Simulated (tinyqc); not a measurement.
Worked calculation: specific resistance of a metal-semiconductor contact and its transmission-line measurement. Computed by tinyqc, a small Python program that keeps every step. Command: `OMP_NUM_THREADS=1 python tinyqc.py 3020584 3020585 out.jsonl contact walk`. One thread of a shared host (Intel(R) Xeon(R) Processor @ 2.30GHz), about 0.01 s of CPU time with the checks. Intermediate numbers are printed to about 7 digits and carried at full precision; extremes and crossings named in words are read from the listed rows.

The barrier is parabolic (depletion approximation), energies E are normal energies counted from the band edge in the neutral semiconductor (downwards for holes), and the bias is zero. xi is an input, held fixed when other inputs move.

Inputs (values chosen for the exercise, modelled on p-type silicon): tunnelling mass m = 0.38 m_0; permittivity eps = 11.7; Richardson constant A* = 32 A/(cm^2 K^2); barrier height phi_B = 0.39 eV; doping N = 1.3e+19 1/cm^3; Fermi level above the band edge in the bulk, xi = -0.063 eV; temperature T = 500 K; sheet resistance R_sh = 1300 ohm; contact length d = 13 micrometre; contact width W = 2 micrometre.

Image-force lowering: included.

Constants: hbar = 1.054571817e-34 J s; eps_0 = 8.8541878128e-12 F/m; m_0 = 9.1093837015e-31 kg; k_B = 8.617333262e-05 eV/K; e = 1.602176634e-19 C.

## Tunnelling energy and barrier

E_00 = (e hbar/2) sqrt(N/(eps eps_0 m)); band bending E_b = phi_B + xi; depletion width w = sqrt(2 eps eps_0 E_b/(e^2 N)). Image lowering d_phi = (e^3 N E_b/(8 pi^2 (eps eps_0)^3))^(1/4) (E_b in volts), and E_b - d_phi replaces E_b everywhere except in w.

E_00 = 31.74784 meV

E_00/k_B T = 0.7368369

depletion width = 5.703340 nm

barrier used, above the bulk band edge = 0.2082025 eV

By the usual rule this is thermionic-field emission (0.5 to 5 k_B T).

## Transmission and supply

WKB transmission for E < E_b, with a = E/E_b: D = exp{-(E_b/E_00) [sqrt(1 - a) - a ln((1 + sqrt(1 - a))/sqrt(a))]}; D = 1 above. f = 1/(1 + exp((E - xi)/k_B T)).

E, D, f and D f at E/E_b = 0.05, 0.15, 0.3, 0.45, 0.6, 0.75, 0.9, 0.98:
```
E/E_b     E (eV)          D          f          D f
0.05   0.0104101  0.0034214  0.1539724  0.000526806
0.15   0.0312304  0.0114429  0.1009243  0.001154863
0.30   0.0624608  0.0447621  0.0515722  0.002308481
0.45   0.0936911  0.1289939  0.0256644  0.003310553
0.60   0.1249215  0.2969302  0.0125988  0.003740955
0.75   0.1561519  0.5614468  0.0061429  0.003448885
0.90   0.1873823  0.8683629  0.0029851  0.002592153
0.98   0.2040385  0.9876610  0.0020300  0.002004915
```

Among these points D f is largest at E/E_b = 0.6; for a non-degenerate tail the peak lies at E/E_b = 1/cosh^2(E_00/k_B T) = 0.607.

## Specific contact resistance

At zero bias 1/rho_c = (e A*/k_B^2) int D(E) f(E) dE, f = 1/(1 + exp((E - xi)/k_B T)); 200 Gauss-Legendre points from 0 to E_b, and k_B T ln(1 + exp((xi - E_b)/k_B T)) for the part above the barrier; the share of tunnelling is the part below.

specific contact resistance rho_c = 3.796282e-07 ohm cm^2

share of tunnelling = 86.99520 %

rho_c by thermionic emission alone = 2.919139e-06 ohm cm^2

Tunnelling lowers rho_c by a factor 7.69. The field-emission exponent (E_b - xi)/E_00 is 8.5, the thermionic one (E_b - xi)/k_B T is 6.3.

## Current crowding

Transmission-line model: transfer length L_T = sqrt(rho_c/R_sh); R_c = (R_sh L_T/W) coth(d/L_T). Limits: rho_c/(W d) for d << L_T, sqrt(rho_c R_sh)/W for d >> L_T.

transfer length L_T = 0.1708864 micrometre

d/L_T = 76.07392

contact resistance R_c = 111.0762 ohm

R_c W = 222.1523 ohm micrometre

short-contact limit = 1.460108 ohm

long-contact limit = 111.0762 ohm

The contact is long: current crowds at the front edge, and more length does not help.

## A transmission-line measurement read back

Transmission-line model: transfer length L_T = sqrt(rho_c/R_sh); R_c = (R_sh L_T/W) coth(d/L_T). Two contacts a gap s apart give R = 2 R_c + R_sh s/W. A straight-line fit gives R_sh from the slope and R_c from the intercept; the simple reading takes L_x = R_c W/R_sh as the transfer length and rho_c = R_sh L_x^2.

Resistances:
```
gap s (micrometre)   R (ohm)
0.17                 332.652
0.34                 443.152
0.68                 664.152
1.40                1132.152
2.70                1977.152
```

L_x = 0.1708864 micrometre

rho_c by the simple reading = 3.796282e-07 ohm cm^2

simple reading over true value = 1

The simple reading is right, since coth(d/L_T) is 1 for so long a contact.

Checks made by the program: closed WKB exponent against numerical integration over the parabolic barrier (relative difference below 1e-10).
